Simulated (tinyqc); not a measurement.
Inside a calculation. Method: extended Hueckel theory, for H6. Computed by tinyqc, a small Python program that keeps every step (integrals from PySCF). Settings: charge = 0, K = 1.5, multiplicity = 1. Command: `OMP_NUM_THREADS=1 python tinyqc.py 27751 27752 out.jsonl` (the two numbers bound the seeds that draw the settings). One thread of a shared host (Intel(R) Xeon(R) Processor @ 2.60GHz), about 0.01 s of CPU time with the checks.

## Overlaps

Geometry (angstrom):
```
atom         x         y         z
H     0.000000  0.000000  0.000000
H     0.000000  0.000000  0.883000
H     0.000000  0.000000  1.876000
H     0.000000  0.000000  2.759000
H     0.000000  0.000000  3.753000
H     0.000000  0.000000  4.635000
```

Parameters chosen for this run:
```
element  shell  Slater exponent   H_ii (eV)
H           1s         1.300000  -13.600000
```

Slater orbitals, each expanded in six Gaussians scaled to its exponent.

overlap S:
```
          1H 1s     2H 1s     3H 1s     4H 1s     5H 1s     6H 1s
1H 1s  1.000000  0.541367  0.126434  0.026304  0.003705  0.000537
2H 1s  0.541367  1.000000  0.472942  0.126434  0.021347  0.003712
3H 1s  0.126434  0.472942  1.000000  0.541367  0.126223  0.026304
4H 1s  0.026304  0.126434  0.541367  1.000000  0.472343  0.126434
5H 1s  0.003705  0.021347  0.126223  0.472343  1.000000  0.542011
6H 1s  0.000537  0.003712  0.026304  0.126434  0.542011  1.000000
```

## Wolfsberg-Helmholz matrix

diagonal H_ii (eV): 1H 1s -13.600000, 2H 1s -13.600000, 3H 1s -13.600000, 4H 1s -13.600000, 5H 1s -13.600000, 6H 1s -13.600000

K = 1.500000

H_ij = K' S_ij (H_ii + H_jj)/2 for i != j (the diagonal keeps H_ii), with K' = 1.5.

H (eV):
```
            1H 1s       2H 1s       3H 1s       4H 1s       5H 1s       6H 1s
1H 1s  -13.600000  -11.043896   -2.579259   -0.536595   -0.075575   -0.010952
2H 1s  -11.043896  -13.600000   -9.648014   -2.579259   -0.435483   -0.075732
3H 1s   -2.579259   -9.648014  -13.600000  -11.043896   -2.574958   -0.536595
4H 1s   -0.536595   -2.579259  -11.043896  -13.600000   -9.635794   -2.579259
5H 1s   -0.075575   -0.435483   -2.574958   -9.635794  -13.600000  -11.057022
6H 1s   -0.010952   -0.075732   -0.536595   -2.579259  -11.057022  -13.600000
```

## Orbitals

valence electrons = 6

Solve H C = S C e through S^(-1/2); fill by pairs from the bottom, a degenerate level sharing its electrons equally; each orbital has its largest coefficient positive (the first on a tie).

orbital energies (eV): -17.182002  -16.188096  -14.146049  -8.797491  -1.658088  8.389499

occupations: 2.000000  2.000000  2.000000  0.000000  0.000000  0.000000

coefficients:
```
            MO1        MO2        MO3        MO4        MO5        MO6
1H 1s  0.186987  -0.366280   0.490926   0.635404  -0.672377   0.445196
2H 1s  0.284239  -0.391154   0.197172  -0.386440   0.889041  -0.837559
3H 1s  0.347718  -0.149251  -0.424641  -0.548448  -0.365684   1.103599
4H 1s  0.347631   0.148752  -0.425094   0.549640  -0.364021  -1.102872
5H 1s  0.284117   0.391477   0.196856   0.384759   0.890199   0.837271
6H 1s  0.187086   0.366848   0.489935  -0.634223  -0.674528  -0.445832
```

sum of one-electron energies = -95.032294 eV

## Mulliken analysis

P = C n C^T; charge = valence electrons (H 1) minus the sum of (P S)_ii on the atom; overlap population = 2 sum P_ij S_ij between two atoms.

charges: 1H -0.105068, 2H 0.079979, 3H 0.024961, 4H 0.024857, 5H 0.079727, 6H -0.104456

Overlap populations:
```
pair      value
2-1    0.634954
3-1   -0.044900
3-2    0.139022
4-1   -0.020851
4-2   -0.021843
4-3    0.604574
5-1    0.000095
5-2   -0.002865
5-3   -0.021826
5-4    0.138526
6-1    0.000303
6-2    0.000093
6-3   -0.020806
6-4   -0.044840
6-5    0.635700
```
